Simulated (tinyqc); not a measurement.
Born-von Karman spring model of a cubic crystal with one atom per cell: one step, computed by the program tinyqc. Command: `OMP_NUM_THREADS=1 python tinyqc.py 3005195 3005196 out.jsonl springs walk`. One thread of a shared host (Intel(R) Xeon(R) Processor @ 2.30GHz), about 0.09 s of CPU time with the checks.

First neighbours lie at a/2 (1,1,1) (8 of them), second at a (1,0,0) (6), with all permutations and signs; the volume per atom is Omega = a^3/2. Two shells of springs match a real metal only roughly, above all at the zone boundary.

Task: Sound velocities. rho = M/Omega and v = sqrt(C/rho), with C = C11, C44, C44 along [100]; (C11 + C12 + 2 C44)/2, C44, (C11 - C12)/2 along [110]; (C11 + 2 C12 + 4 C44)/3 and twice (C11 - C12 + C44)/3 along [111].

Inputs (values chosen for the exercise, modelled on molybdenum): lattice constant a = 3.147 angstrom; atomic mass M = 95.95 u.

Lattice: bcc.

C11 = 439.2622 GPa

C44 = 112.4120 GPa

C12 = 161.0832 GPa

Constants: u = 1.6605390666e-27 kg.

Give: density rho; Velocities (m/s).

Result:

density rho = 10224 kg/m^3

Velocities (m/s):

| direction | longitudinal | transverse 1 | transverse 2 |
|---|---|---|---|
| [100] | 6554.6 | 3315.8 | 3315.8 |
| [110] | 6352.4 | 3315.8 | 3688.3 |
| [111] | 6283.6 | 3568.5 | 3568.5 |

Along [110] the two transverse waves differ by a factor sqrt(2 C44/(C11 - C12)) = 0.899.
